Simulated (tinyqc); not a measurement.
# Metal gate on a two-layer dielectric stack with fixed charge and a dipole, step by step

Computed by the program tinyqc: `OMP_NUM_THREADS=1 python tinyqc.py 2010057 2010058 out.jsonl`, one thread of a shared Intel Xeon 2.30GHz, about 0.01 s for the whole run. Printed values are rounded.

Gate, layer 2, layer 1, p-type semiconductor; x runs from the gate inwards. Charges are counted in units of +q. psi is the band bending at the surface, positive towards inversion. Classical charge, Boltzmann statistics, no interface traps.

Parameters, values chosen for the exercise; band and dielectric values close to those of silicon, layer 1 close to silicon dioxide, layer 2 close to zirconium oxide:
- T = 300 K (temperature)
- Eg = 1.13 eV (band gap)
- eps_r = 11.6 (relative permittivity)
- Nc = 2.78e19 cm^-3 (conduction-band density of states at T)
- Nv = 2.67e19 cm^-3 (valence-band density of states at T)
- chi = 4.05 eV (electron affinity)
- Na = 4.3e16 cm^-3 (acceptor density)
- pM = 4.95 eV (work function of the gate metal)
- t1 = 1.2 nm (thickness of layer 1, next to the semiconductor)
- e1 = 3.99 (relative permittivity of layer 1)
- t2 = 2.1 nm (thickness of layer 2, next to the gate)
- e2 = 25.4 (relative permittivity of layer 2)
- Q1 = 5.8e10 cm^-2 (fixed charge at the semiconductor interface)
- Q2 = 1.5e12 cm^-2 (fixed charge between the layers)
- r1 = 9.7e18 cm^-3 (uniform charge density in layer 1)
- r2 = -1.1e18 cm^-3 (uniform charge density in layer 2)
- Vd = 0.37 V (flat-band shift by a dipole layer between the layers)
- ps = 0.964 V (band bending psi of the working point)

Constants: q = 1.602176634e-19 C, kB = 1.380649e-23 J/K, Vt = kB T/q, eps0 = 8.8541878128e-14 F/cm where lengths are in cm. Results are converted to the units shown.

Range of the model: At the working point ps the carrier density at the surface is 1.0 times the band density of states, where degeneracy and quantisation, left out here, matter.

## Equivalent thickness and work-function difference

EOT = 3.9 (t1/e1 + t2/e2), Cox = eps0/(t1/e1 + t2/e2); phi_ms = pM - (chi + Eg - Vt ln(Nv/Na)).

EOT = 1.49537 nm
Cox = 2.30921 uF/cm^2
share of layer 1 in the EOT = 78.4374 %
phi_ms = -0.0637401 V

## Flat-band voltage, term by term

EOT = 3.9 (t1/e1 + t2/e2), Cox = eps0/(t1/e1 + t2/e2); phi_ms = pM - (chi + Eg - Vt ln(Nv/Na)). Vfb = phi_ms + Vd - (q/eps0) [Q1 (t1/e1 + t2/e2) + Q2 t2/e2 + r1 (t1^2/(2 e1) + t1 t2/e2) + r2 t2^2/(2 e2)]: each charge counts with its electrical distance from the gate.

terms (V): phi_ms -0.063740, dipole 0.370000, Q1 -0.004024, Q2 -0.022441, r1 -0.049087, r2 0.001728
Vfb = 0.232435 V

Apart from phi_ms the largest term is that of dipole, 370 mV; all charges and the dipole together move Vfb by 296 mV.

## Threshold voltage

ni = sqrt(Nc Nv) exp(-Eg/(2 Vt)), Eg in volts, pB = Vt ln(Na/ni), Vth = Vfb + 2 pB + sqrt(4 q eps0 eps_r Na pB)/Cox.

ni = 8.78407e9 cm^-3
pB = 0.398218 V
depletion charge = 0.106165 uC/cm^2
Vth = 1.07485 V

## Charge in the semiconductor

ni = sqrt(Nc Nv) exp(-Eg/(2 Vt)), Eg in volts. Qs = -sign(psi) sqrt(2 q eps0 eps_r Na Vt [exp(-u) + u - 1 + (ni/Na)^2 (exp(u) - u - 1)]), u = psi/Vt.

Qs = -0.502191 uC/cm^2

The surface is in strong inversion: psi exceeds 2 Vt ln(Na/ni) = 0.796 V.

## Fields and voltage drops

Gauss: D = -Qs just inside the semiconductor; going towards the gate subtract q Q1, then q r1 t1, q Q2 and q r2 t2. Field = D/(eps0 e); the drop over a layer is its mean field times its thickness; Vg = phi_ms + Vd + psi + both drops.

```
place                        D (uC/cm^2)  field (MV/cm)
layer 2, gate side              0.103089        0.04584
layer 2, inner side             0.066079        0.02938
layer 1, outer side             0.306405        0.86731
layer 1, semiconductor side     0.492899        1.39520
semiconductor surface           0.502191        0.48895
```

drop over layer 2 = 0.00789814 V
drop over layer 1 = 0.135751 V
Vg = 1.41391 V

The same Vg follows from Vfb + psi - Qs/Cox. The largest field, 1.40 MV/cm in size, is at: layer 1, semiconductor side.
